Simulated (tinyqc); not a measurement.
Longitudinal sound in a periodic multilayer: transfer matrices, stop bands and folded phonons: one step, computed by the program tinyqc.

Layers 1 and 2 repeat with period d = d_1 + d_2; waves travel normal to the layers, without loss. State vector (u, s): displacement u and stress divided by omega. Impedances Z = rho v are in 1e6 kg/(m^2 s).

Question. Transfer matrix of one period. A layer maps (u, s) by [[cos p, sin p/Z], [-Z sin p, cos p]], p = 2 pi f d_i/v_i; one period is M = M_2 M_1, and cos(q d) = trace(M)/2.

Inputs (values chosen for the exercise, modelled on gallium arsenide (layer 1), aluminium arsenide (layer 2) and gallium arsenide (substrate)):
```
quantity       value  unit
velocity v_1    4810   m/s
thickness d_1    445    nm
velocity v_2    5680   m/s
thickness d_2    531    nm
frequency f     2.23   GHz
```

Z_2 = 21.584

Z_1 = 26.0702

Give: phase p_1; phase p_2; M; trace(M)/2.

Answer.

phase p_1 = 1.2963 rad

phase p_2 = 1.3099 rad

M:
```
         1         2
1  -1.0533  0.021659
2  -12.126  -0.70002
```

trace(M)/2 = -0.87668

|trace/2| < 1: f lies in a pass band, with q d = 2.6397 rad (folded into 0 to pi).
